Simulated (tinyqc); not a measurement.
Charge control and current of a heterostructure field-effect transistor: one step, computed by the program tinyqc.

Two subbands in a triangular well; E_F is counted from the conduction band edge of the channel at the interface.

Problem. Saturation current. With V = e n_s/C_g and V_c = v_s L/mu: for v = mu F up to v_s, I/W = C_g v_s V_c (sqrt(1 + (V/V_c)^2) - 1) and V_Dsat = V + V_c - sqrt(V^2 + V_c^2); g_m = dI/dV; extrinsic g_m/(1 + g_m R_S); f_T = g_m/(2 pi C_g L).

Inputs (values chosen for the exercise, modelled on AlGaAs/GaAs):

| quantity | value | unit |
|---|---|---|
| permittivity eps (barrier and channel) | 12.2 | - |
| conduction band offset dE_c | 0.18 | eV |
| mobility mu | 6100 | cm^2/(V s) |
| saturation velocity v_s | 1.6 | 1e7 cm/s |
| gate length L | 190 | nm |
| source resistance R_S | 0.3 | ohm mm |
| temperature T | 77 | K |
| spacer between delta layer and channel | 3.2 | nm |

Charge source: delta doping. Velocity law: two-piece.

sheet density n_s = 1.736614e+12 1/cm^2

gate capacitance C_g = 0.3075371 microfarad/cm^2

Constants: e = 1.602176634e-19 C.

Give: V; V_c; V_Dsat; saturation current I/W; intrinsic g_m; extrinsic g_m; intrinsic f_T.

Solution.

V = 0.90472 V

V_c = 0.049836 V

V_Dsat = 0.048465 V

saturation current I/W = 421.33 mA/mm

intrinsic g_m = 491.31 mS/mm

extrinsic g_m = 428.20 mS/mm

intrinsic f_T = 133.82 GHz

V/V_c = 18.15: velocity saturation rules; I is 95 % of e n_s v_s = 445 mA/mm. Caution: E_F lies above the conduction band minimum of the barrier, so electrons would spill into the barrier.
